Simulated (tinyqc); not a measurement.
Ballistic transport through the one-dimensional subbands of a rectangular nanowire or nanosheet channel. From ballistic current I back to equivalent oxide thickness t. Computed by tinyqc, a small Python program. Command: `OMP_NUM_THREADS=1 python tinyqc.py 3011156 3011157 out.jsonl wire inv`. One thread of a shared host (Intel(R) Xeon(R) Processor @ 2.30GHz), about 0.1 s of CPU time with the checks.

Hard walls, parabolic subbands, transport along x. Energies are counted from the bulk conduction band edge at the top of the barrier, which the gate pulls down by U; the source Fermi level lies at the bulk edge when U = 0.

Inputs (values chosen for the exercise, modelled on silicon):
```
quantity,value,unit
light mass m_t,0.19,m_0
heavy mass m_l,0.924,m_0
height a,3,nm
width b,5.1,nm
gate voltage above flat band V_G,0.98,V
drain voltage V_D,0.01,V
temperature T,77,K
```

Valleys: silicon [100] wire.

Constants: hbar^2/(2 m_0) = 3.80998212 eV angstrom^2; k_B = 8.617333262e-05 eV/K; m_0 = 9.1093837015e-31 kg; k_B = 1.380649e-23 J/K; hbar = 1.054571817e-34 J s; eps_0 = 8.8541878128e-12 F/m; e = 1.602176634e-19 C; h = 6.62607015e-34 J s.

Method:
- E_pq = (hbar^2 pi^2/2)(p^2/(m_y b^2) + q^2/(m_z a^2)); valley pairs: (m_x, m_y, m_z) = (m_t, m_t, m_l), (m_t, m_l, m_t), (m_l, m_t, m_t), each with degeneracy g = 2; the 10 lowest subbands are kept.
- F_j(eta) = (1/Gamma(j + 1)) int_0^infinity x^j/(1 + exp(x - eta)) dx, F_0 = ln(1 + exp(eta)). Integrals over x = E/(k_B T) use 160 Gauss-Legendre points in u = sqrt(x) from 0 to sqrt(max(eta, 0) + 32).
- With degeneracy g = 2, eta_i = (U - E_i)/(k_B T) and u = e V_D/(k_B T): line density n = sum_i g sqrt(2 m_x k_B T/pi)/(2 hbar) [F_-1/2(eta_i) + F_-1/2(eta_i - u)]; gate: e n = C_ox (V_G - U/e), C_ox = 3.9 eps_0 2 (a + b)/t (flat-plate estimate); I = (2 e k_B T/h) sum_i g [F_0(eta_i) - F_0(eta_i - u)].

Question. A run gave the result below. Find the equivalent oxide thickness t, known to lie between 1 and 2.2 nm.

ballistic current I = 4.870979 microampere

Answer.

Each step takes the trial c = (a f_b - b f_a)/(f_b - f_a), f being the result less the target and a, b, c the logarithms of the listed values; c replaces end b, the old b replaces a if the sign of f changed, and otherwise f_a is halved.

Scan of the range:
```
equivalent oxide thickness t (nm),ballistic current I (microampere)
1.00,5.64671
1.14,5.06269
1.30,4.58214
1.48,4.12104
1.69,3.61322
1.93,3.12334
2.20,2.64035
```

False position (Illinois rule, in the logarithm of the input) inside the bracket:
```
step,end a,end b,trial,ballistic current I (microampere)
1,1.14000,1.30000,1.20132,4.86075
2,1.14000,1.20132,1.19527,4.87945
3,1.20132,1.19527,1.19801,4.87096
4,1.19527,1.19801,1.19800,4.87098
5,1.19527,1.19800,1.19800,4.87098
6,1.19800,1.19800,1.19800,4.87098
```

Ballistic current I falls at every point of a 13-point scan of the range (every second point is shown), so one value fits; it is bracketed by 1.14 and 1.30. Answer: equivalent oxide thickness t = 1.198 nm.
